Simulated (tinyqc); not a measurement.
Precursor delivery by bubblers, mass-transport growth and the solid composition of a III-V alloy: one step, computed by the program tinyqc. Command: `OMP_NUM_THREADS=1 python tinyqc.py 3025995 3025996 out.jsonl movpe_thermo walk`. One thread of a shared host (Intel(R) Xeon(R) Processor @ 2.30GHz), about 0.01 s of CPU time with the checks.

1 sccm = 44.615 micromol/min; 1 torr = 133.322 Pa. The sources decompose fully at the surface.

Task: Mass transport. Mean velocity u = (F_t/A)(760/p)(T/273); D = D0 (T/273)^1.75 (760/p); boundary layer delta = sqrt(pi D z/u); flux = D dp/(delta k_B T); growth rate = flux x a^3/4.

Inputs (values chosen for the exercise, modelled on triethylgallium (source 1) and trimethylindium (source 2) for the vapour pressures):
```
quantity                           value      unit
total flow F_t                         3       slm
reactor pressure p                   760      torr
growth temperature T                 880         K
diffusivity at 273 K and 760 torr   0.45    cm^2/s
flow cross-section A                  45      cm^2
distance from the leading edge z      10        cm
lattice constant a                  5.51  angstrom
```

Constants: k_B = 1.380649e-23 J/K.

Give: velocity u; D; boundary layer delta; growth rate per torr of group III.

Result:

velocity u = 3.582 cm/s

D = 3.490 cm^2/s

boundary layer delta = 5.533 cm

growth rate per torr of group III = 10.42 micrometre/(h torr)

Caution: the boundary layer is a quarter or more of the root of the cross-section, so it fills much of the channel and depletion along the flow matters.
